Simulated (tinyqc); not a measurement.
Worked calculation: Hubbard ring of 6 sites. One step of it, computed by the program tinyqc.

Problem. Mean-field iteration 2. H(up) = T + U n(down), H(down) = T + U n(up); fill the lowest levels; n(new) = n + mixing (n(out) - n); E = tr T (rho up + rho down) + U sum n_up n_down of the output.

one-body matrix (hopping and site energies) (eV):
```
           1          2          3          4          5          6
1   0.000000  -1.870000   0.000000   0.000000   0.000000  -1.870000
2  -1.870000   0.000000  -1.870000   0.000000   0.000000   0.000000
3   0.000000  -1.870000   0.000000  -1.870000   0.000000   0.000000
4   0.000000   0.000000  -1.870000   0.000000  -1.870000   0.000000
5   0.000000   0.000000   0.000000  -1.870000   0.000000  -1.870000
6  -1.870000   0.000000   0.000000   0.000000  -1.870000   0.000000
```

U = 8.900000 eV

electrons, up and down: 2  2

mixing = 0.200000

n(up) after iteration 1: 1 0.807863, 2 0.012593, 3 0.713807, 4 0.018537, 5 0.713807, 6 0.012593

n(down) after iteration 1: 1 0.010662, 2 0.767491, 3 0.017075, 4 0.683251, 5 0.015985, 6 0.784736

Give: levels, up; levels, down; energy; n(up) after iteration 2; n(down) after iteration 2.

Solution.

levels, up (eV): -1.5783  -0.4062  -0.3353  6.8005  7.3879  8.4162

levels, down (eV): -1.5780  -0.4054  -0.3361  6.8703  7.2836  8.4505

energy = -5.2993 eV

n(up) after iteration 2: 1 0.8262, 2 0.0238, 3 0.6489, 4 0.0378, 5 0.6644, 6 0.0222

n(down) after iteration 2: 1 0.0184, 2 0.7611, 3 0.0331, 4 0.6035, 5 0.0323, 6 0.7749
